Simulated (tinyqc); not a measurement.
Kinetic against equilibrium segregation over temperature: surface segregation during layer-by-layer epitaxy: two-layer exchange kinetics and the shape of quantum wells and delta layers. Computed by tinyqc, a small Python program. Command: `OMP_NUM_THREADS=1 python tinyqc.py 3024891 3024892 out.jsonl mbeseg walk`. One thread of a shared host (Intel(R) Xeon(R) Processor @ 2.30GHz), about 0.01 s of CPU time with the checks.

Atoms A and B exchange only between the growing layer and the one below it. B is supplied for N layers, then pure A follows.

Inputs (values chosen for the exercise, close to those used for antimony in silicon):
```
quantity,value,unit
barrier E1 for B to move up,1.73,eV
segregation energy E_s,0.66,eV
attempt frequency nu,1,THz
growth rate G,0.71,layers/s
share x0 of B in the flux during the well,0.055,-
layers in the well N,6,-
layer thickness,1.36,angstrom
temperature T,410,C
```

Constants: k_B = 8.617333262e-05 eV/K.

Method:
- p1 = nu exp(-E1/(k_B T)) (B up, A down), p2 = nu exp(-(E1 + E_s)/(k_B T)) (B down); time per layer tau = 1/G; K = p1/p2.
- Temperatures in kelvin are T(C) + 273.15.
- Each layer is deposited complete with B share x_dep and then exchanges for the time tau = 1/G with the layer below, whose share is b (total c = s + b fixed): ds/dt = p1 b (1 - s) - p2 s (1 - b), s(0) = x_dep. With the roots s1 < s2 of the right side, (s - s1)/(s - s2) = [(s(0) - s1)/(s(0) - s2)] exp(-(p1 - p2)(s2 - s1) tau). The lower layer is then buried with c - s, and s becomes the b of the next layer.
- In the dilute tail each layer passes up the share R = R_eq (1 - exp(-(p1 + p2) tau)); decay length = -layer thickness/ln R.
- R_eq = K/(1 + K).

Segregation:
```
T (C),p1 tau,R_eq,R,decay length (angstrom),peak share
290,4.6400e-04,1.00000,4.6389e-04,1.7718e-01,5.5000e-02
330,4.9348e-03,1.00000,4.9227e-03,2.5593e-01,5.5000e-02
370,3.9112e-02,0.99999,3.8357e-02,4.1707e-01,5.5000e-02
410,2.4326e-01,0.99999,2.1593e-01,8.8727e-01,5.4981e-02
450,1.2360e+00,0.99997,7.0945e-01,3.9620e+00,4.8166e-02
490,5.2962e+00,0.99996,9.9495e-01,2.6848e+02,5.8929e-03
530,1.9632e+01,0.99993,9.9993e-01,1.8839e+04,3.5959e-05
570,6.4265e+01,0.99989,9.9989e-01,1.1984e+04,5.5852e-05
```

What follows from these numbers?

The decay length peaks at 530 C among these rows: below, exchange is too slow; above, equilibrium rules and K = exp(E_s/(k_B T)) falls. p1 tau passes 1 between 410 and 450 C, below which sharp interfaces can be grown. Caution: decay lengths below one layer thickness are only formal.

Extremes, crossings and ranges named in words are read from the listed rows.
